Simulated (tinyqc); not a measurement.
Ways to converge the cycle: SCF convergence aids in the 6-311g basis, for H2, spin multiplicity 3. Computed by the program tinyqc with PySCF. UHF with one setting changed at a time; a run stops when the energy changes by less than 1e-09 hartree and the error matrix is below 1e-5. The start is random orbitals. Damping d keeps d of the old density; a shift (hartree) raises the virtual levels; DIIS n extrapolates F over n matrices.

Geometry (angstrom):
```
atom,x,y,z
H,0.0000,0.0000,0.0000
H,0.0000,0.0000,1.2200
```

lowest solution found by these runs and by PySCF with stability checks = -0.924391 hartree

Largest element of the error matrix X^T (FDS - SDF) X:
```
iteration,plain,damping 0.3,damping 0.6,shift 0.4,DIIS 3,DIIS 8
1,8.2e-01,8.2e-01,8.2e-01,8.2e-01,8.2e-01,8.2e-01
2,1.8e-01,3.8e-01,5.7e-01,3.0e-01,1.8e-01,1.8e-01
3,3.7e-02,1.6e-01,3.9e-01,1.6e-01,2.5e-02,2.5e-02
4,1.0e-02,7.1e-02,2.6e-01,1.0e-01,7.3e-03,7.3e-03
5,4.9e-03,3.1e-02,1.8e-01,6.2e-02,1.4e-03,1.4e-03
6,2.3e-03,1.4e-02,1.2e-01,3.6e-02,3.1e-04,2.3e-04
8,4.9e-04,3.1e-03,5.4e-02,1.3e-02,1.7e-05,5.9e-06
10,1.1e-04,1.3e-03,2.5e-02,6.3e-03,-,-
14,5.6e-06,2.0e-04,5.4e-03,1.3e-03,-,-
20,-,1.3e-05,7.7e-04,1.1e-04,-,-
30,-,-,7.4e-05,-,-,-
```

How each run ends:
```
run,iterations,E (hartree),state
plain,15,-0.924391,lowest found
damping 0.3,22,-0.924391,lowest found
damping 0.6,44,-0.924391,lowest found
shift 0.4,27,-0.924391,lowest found
DIIS 3,9,-0.924391,lowest found
DIIS 8,9,-0.924391,lowest found
```

What does the comparison show, and why?

6 of 6 runs reach the lowest solution found, in 9 to 44 iterations (fastest: DIIS 3, DIIS 8). Plain steps already contract here, so damping only slows them. DIIS 3 and DIIS 8 gain by cancelling the error over several earlier matrices, much as a quasi-Newton step does.
